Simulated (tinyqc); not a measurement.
# Bias-temperature instability from a Gaussian distribution of capture and emission barriers, step by step

A worked calculation. Computed by tinyqc, a small Python program that keeps every step. Command: `OMP_NUM_THREADS=1 python tinyqc.py 3012112 3012113 out.jsonl bti walk`. One thread of a shared host (Intel(R) Xeon(R) Processor @ 2.30GHz), about 0.01 s of CPU time with the checks. Intermediate numbers are printed to about 7 digits and carried at full precision; extremes and crossings named in words are read from the listed rows.

Each trap has a capture time tau_0 exp(E_c/(k_B T)) under stress and an emission time tau_0 exp(E_e/(k_B T)) after it. E_c is Gaussian, and E_e = E_c + d with d Gaussian and independent. A trap counts as filled once t_s exceeds its capture time and as emptied once t_r exceeds its emission time.

Inputs (values chosen for the exercise, for a model p-channel transistor):
```
quantity,value,unit
shift with all traps filled V_max,79,mV
mean capture barrier at zero field mu_c,1.87,eV
spread of capture barriers sigma_c,0.2,eV
lowering of mu_c per field k_F,0.063,eV/(MV/cm)
oxide field F,8.5,MV/cm
"mean of E_e - E_c at the stress field, delta",-0.11,eV
"spread of E_e - E_c, sigma_d",0.3,eV
time constant tau_0,4e-09,s
temperature T,125,C
stress time t_s,400,s
recovery time t_r,0.003,s
failure criterion,50,mV
```

Constants: k_B = 8.617333262e-05 eV/K.

## Stress

Demarcation energies E_s = k_B T ln(t_s/tau_0), E_r = k_B T ln(t_r/tau_0); mean barrier mu = mu_c - k_F F; z = (E_s - mu)/sigma_c; Phi is the standard normal distribution. Temperatures in kelvin are T(C) + 273.15. Shift without recovery dV0 = V_max Phi(z); local time exponent n = d ln dV0/d ln t_s = (k_B T/sigma_c) exp(-z^2/2)/(sqrt(2 pi) Phi(z)); apparent activation energy n E_s.

E_s = 0.8690164 eV

mean barrier mu = 1.3345 eV

z = -2.327418

shift without recovery dV0 = 0.7877498 mV

time exponent n = 0.4573821

apparent activation energy = 0.3974726 eV

The stress has filled 1.00 % of the traps. The apparent energy 0.397 eV is only the share n of the barriers near 0.87 eV that are being crossed.

## Recovery

Remaining shift dV = V_max int_(-infinity)^(E_s) g(E_c) [1 - Phi((E_r - E_c - delta)/sigma_d)] dE_c, g the Gaussian density of E_c (Gauss-Legendre, 120 points over 7 sigma_c below E_s).

E_r = 0.4641386 eV

remaining shift dV = 0.6074879 mV

remaining share dV/dV0 = 0.7711686

A measurement delay of t_r hides 23 % of the shift.

## Lifetime

Solve V_max Phi(z) = criterion for t_s; the power-law extrapolation from the stress point is t_s (criterion/dV0)^(1/n); 1 year = 3.15576e7 s.

log10 of the lifetime in s = 9.353811

log10 of the power-law estimate in s = 6.543145

The power law gives a time shorter by 2.81 decades, since n falls as traps fill; ten years is log10 = 8.50.

## What a measurement delay does to the time exponent

Columns: no delay, and delays of 1 us, 1 ms and 1 s.

Shift (mV):
```
t_s (s),no delay,1 us,1 ms,1 s
1.00e+00,3.132073e-02,2.655029e-02,1.872754e-02,9.312401e-03
1.00e+01,1.214214e-01,1.089322e-01,8.351514e-02,4.694462e-02
1.00e+02,4.072672e-01,3.799604e-01,3.120183e-01,1.957485e-01
1.00e+03,1.184586e+00,1.134265e+00,9.836773e-01,6.793101e-01
1.00e+04,2.996524e+00,2.917316e+00,2.637578e+00,1.976217e+00
1.00e+05,6.617074e+00,6.508595e+00,6.066580e+00,4.860349e+00
1.00e+06,1.281865e+01,1.268625e+01,1.208030e+01,1.020530e+01
1.00e+07,2.192477e+01,2.177660e+01,2.103751e+01,1.850246e+01
```

Between 10 and 1000 s the apparent exponent is 0.495 without delay, 0.509 at 1 us, 0.536 at 1 ms and 0.580 at 1 s: a slow measurement loses more of a short stress than of a long one, which steepens the curve. Without delay the exponent falls from 0.588 to 0.233 over the table, so the growth is not a true power law. Caution: step-function filling and one Gaussian population are simplifications; real devices show several populations.

Checks made by the program: time exponent against a finite difference (relative difference below 1e-10).
